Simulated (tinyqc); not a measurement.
Minimum-mode following (dimer method) and harmonic rate on a two-dimensional model surface: one step, computed by the program tinyqc. Command: `OMP_NUM_THREADS=1 python tinyqc.py 3007989 3007990 out.jsonl dimer walk`. One thread of a shared host (Intel(R) Xeon(R) Processor @ 2.30GHz), about 0.01 s of CPU time with the checks.

V(x, y) = h u^2 + t x + (kappa/2)(y + c u)^2 with u = x^2/w^2 - 1; the path runs from the minimum near (-w, 0) to that near (w, 0).

Problem. Curvatures and frequencies. Diagonalise the Hessian at the start minimum and at the saddle; nu = 15.6333042 THz x sqrt(|lambda|/M).

Inputs (values chosen for the exercise, for a model surface):
```
quantity                    value           unit
height h                      1.2             eV
half width w                  1.1       angstrom
transverse stiffness kappa    5.3  eV/angstrom^2
curvature c                  0.41       angstrom
tilt t                      -0.33    eV/angstrom
mass M                       66.8              u
```

Surface: curved double well.

positions (angstrom):
```
                x          y
start   -1.055775   0.032305
end      1.139447  -0.029933
saddle  -0.083672   0.407628
```

Constants: nu for 1 eV/(angstrom^2 u) = 15.6333042 THz.

Give: Hessian at the minimum; Hessian at the saddle; eigenvalues at the minimum; eigenvalues at the saddle; frequencies at the minimum; frequencies at the saddle (the first is imaginary).

Solution.

Hessian at the minimum (eV/angstrom^2):
```
         1        2
1   9.7093  -3.7921
2  -3.7921   5.3000
```

Hessian at the saddle (eV/angstrom^2):
```
         1        2
1  -3.8810  -0.3005
2  -0.3005   5.3000
```

eigenvalues at the minimum (eV/angstrom^2): 3.118  11.891

eigenvalues at the saddle (eV/angstrom^2): -3.8909  5.3098

frequencies at the minimum (THz): 3.3777  6.5959

frequencies at the saddle (the first is imaginary) (THz): 3.7730  4.4076
